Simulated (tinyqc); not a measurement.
From resistivity rho back to grain size L: grain-boundary trapping model (Seto) of a polycrystalline semiconductor film. Computed by tinyqc, a small Python program. Command: `OMP_NUM_THREADS=1 python tinyqc.py 3019721 3019722 out.jsonl poly inv`. One thread of a shared host (Intel(R) Xeon(R) Processor @ 2.30GHz), about 0.01 s of CPU time with the checks.

Grains of equal size L are joined by thin boundaries with one trap level. Trapped carriers deplete a width W on each side and raise a barrier, crossed by thermionic emission. Dopants are fully ionised, statistics are non-degenerate and mu_g does not depend on T.

Inputs (values chosen for the exercise, modelled on polycrystalline silicon):
```
quantity,value,unit
permittivity eps,11.7,-
effective mass m,0.44,m_0
"effective density of states at 300 K, N_c",2.1e+19,1/cm^3
trap density Q_t,4.6e+11,1/cm^2
trap level E_t below the band edge,0.24,eV
doping N,8.8e+16,1/cm^3
mobility inside the grains mu_g,120,cm^2/(V s)
temperature T,200,K
```

Grain interior: resistance included.

Constants: k_B = 8.617333262e-05 eV/K; e = 1.602176634e-19 C; eps_0 = 8.8541878128e-12 F/m; m_0 = 9.1093837015e-31 kg; k_B = 1.380649e-23 J/K.

Method. N_c(T) = N_c (T/300 K)^(3/2). Filled traps Q = Q_t/(1 + (1/2) exp((E_t* - E_F)/k_B T)), where E_t* = e V_B - E_t and E_F are counted from the band edge at the grain centre. Partial depletion: Q = 2 N W, V_B = e N W^2/(2 eps eps_0), E_F = k_B T ln(N/N_c); solve for W. If that W would exceed L/2 the grain is fully depleted: W = L/2, Q = N L, and E_F follows from the trap equation. Centre density n_0 = N_c exp(E_F/k_B T). Boundary: sigma_b = L e^2 n_0 exp(-e V_B/k_B T)/sqrt(2 pi m k_B T); drift through the grain, depleted parts included: rho_g = [(1 - 2W/L) + (2W/L) int_0^1 exp(y^2 s^2) ds]/(e n_0 mu_g); rho = 1/sigma_b + rho_g. Mean carrier density n_av = n_0 [(1 - 2W/L) + (2W/L) (sqrt(pi)/2) erf(y)/y], y = sqrt(e V_B/k_B T); effective mobility 1/(e n_av rho).

Problem. A run gave the result below. Find the grain size L, known to lie between 58 and 99 nm.

resistivity rho = 2.499481 ohm cm

Solution.

Each step takes the trial c = (a f_b - b f_a)/(f_b - f_a), f being the result less the target and a, b, c the logarithms of the listed values; c replaces end b, the old b replaces a if the sign of f changed, and otherwise f_a is halved.

Scan of the range:
```
grain size L (nm),resistivity rho (ohm cm)
58.0,2.86044
63.4,2.66715
69.3,2.49039
75.8,2.32752
82.8,2.18072
90.6,2.04386
99.0,1.92059
```

False position (Illinois rule, in the logarithm of the input) inside the bracket:
```
step,end a,end b,trial,resistivity rho (ohm cm)
1,63.4000,69.3000,68.9837,2.49910
2,63.4000,68.9837,68.9575,2.49983
3,68.9837,68.9575,68.9700,2.49948
4,68.9575,68.9700,68.9700,2.49948
```

Resistivity rho falls at every point of a 13-point scan of the range (every second point is shown), so one value fits; it is bracketed by 63.4 and 69.3. Answer: grain size L = 68.97 nm.
